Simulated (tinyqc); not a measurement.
What each parameter does: zigzag graphene nanoribbon in tight binding.

A zigzag ribbon of N chains, sites A1, B1, A2, ..., BN across it. For each k it is a chain with bonds -2t cos(k/2) (A_n to B_n) and -t (B_n to A_(n+1)), and +D, -D on A and B. A1 and BN are the edge sites; the Dirac points project to k = 2 pi/3.

Parameters, chosen for this exercise (near those used for graphene; shifted at random, so the results belong to these values and not to a real crystal): t = 2.89 eV (hopping); N = 6 (zigzag chains); D = 0.41 eV (sublattice potential, +D on A and -D on B); k = 2.51 (k times the period sqrt3 acc).

The two lowest positive levels at k and the weight on the two edge sites per state of the middle pair.

One parameter was then changed.

Results before and after:
```
case     lowest (eV)  next (eV)  edge weight
base          0.4228     1.8313       0.6253
changed       0.5203     1.8562       0.6253
```

Which of these changes was made? (a) t = 3.035 eV; (b) N = 7; (c) k = 2.41; (d) D = 0.51 eV.
Answer: (d) D = 0.51 eV. Of the candidates, run in turn, only this one gives the changed row.

All candidates:
```
case          lowest (eV)  next (eV)  edge weight
base               0.4228     1.8313       0.6253
t = 3.035 eV       0.4241     1.9187       0.6253
N = 7              0.4149     1.6768       0.6193
D = 0.51 eV        0.5203     1.8562       0.6253
k = 2.41           0.4555     1.8217       0.5250
```

(tinyqc, `OMP_NUM_THREADS=1 python tinyqc.py 1482693 1482694 out.jsonl`, Intel(R) Xeon(R) Processor @ 2.30GHz, 1 thread, shared host, about 0.01 s.)
